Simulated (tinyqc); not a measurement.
The same stress in different states: Raman shift of the zone-centre optical phonon of a diamond-structure crystal under stress. Computed by tinyqc, a small Python program. Command: `OMP_NUM_THREADS=1 python tinyqc.py 3019084 3019085 out.jsonl ramanstress walk`. One thread of a shared host (Intel(R) Xeon(R) Processor @ 2.30GHz), about 0.01 s of CPU time with the checks.

Axes x, y, z are the cube axes. Strain shifts the threefold optical mode and can split it; p, q and r are the phonon deformation potentials.

Inputs (values chosen for the exercise, modelled on diamond):

| quantity | value | unit |
|---|---|---|
| unstrained frequency omega_0 | 1330 | 1/cm |
| p/omega_0^2 | -2.94 | - |
| q/omega_0^2 | -1.8 | - |
| r/omega_0^2 | -1.82 | - |
| C11 | 1068 | GPa |
| C12 | 125.6 | GPa |
| C44 | 571.1 | GPa |
| stress sigma (tension positive) | 0.6 | GPa |

Stress state: biaxial. Axis: [111].

Method:
- S11 = (C11 + C12)/D, S12 = -C12/D, D = (C11 - C12)(C11 + 2 C12), S44 = 1/C44.
- eps_xx = S11 sigma_xx + S12 (sigma_yy + sigma_zz), and cyclic; eps_xy = S44 sigma_xy/2 (tensor strain).
- Secular matrix: M_xx = p eps_xx + q (eps_yy + eps_zz), M_xy = 2 r eps_xy; its eigenvalues are omega^2 - omega_0^2, and the shifts are these over 2 omega_0.
- Uniaxial: sigma n n^T; biaxial: sigma (1 - n n^T); hydrostatic: sigma 1. The line seen from (001) is taken as unresolved, at the intensity-weighted shift M_zz/(2 omega_0).

S44 = 1.75101 1/TPa

S11 = 0.960092 1/TPa

S12 = -0.101028 1/TPa

Shifts (1/cm):

| state | lowest | middle | highest | line seen from (001) |
|---|---|---|---|---|
| uniaxial [100] | -0.9811 | -0.4985 | -0.4985 | -0.4985 |
| uniaxial [110] | -1.3756 | -0.4985 | -0.1040 | -0.4985 |
| uniaxial [001] | -0.9811 | -0.4985 | -0.4985 | -0.9811 |
| uniaxial [111] | -1.5071 | -0.2355 | -0.2355 | -0.6594 |
| biaxial, normal [001] | -1.4796 | -1.4796 | -0.9969 | -0.9969 |
| biaxial, normal [111] | -1.7426 | -1.7426 | -0.4710 | -1.3187 |
| hydrostatic | -1.9781 | -1.9781 | -1.9781 | -1.9781 |

What follows from these numbers?

Seen from (001), uniaxial stress along [100] and along [110] give the same shift (-0.498), and equal biaxial stress in the plane gives twice as much (-0.997), since only sigma_xx + sigma_yy and sigma_zz enter M_zz. Stress along [001] gives -0.981. One measured shift therefore fixes the stress only once its state is assumed: read as uniaxial in the plane, a shift implies twice the stress that it does read as biaxial.

Extremes, crossings and ranges named in words are read from the listed rows.
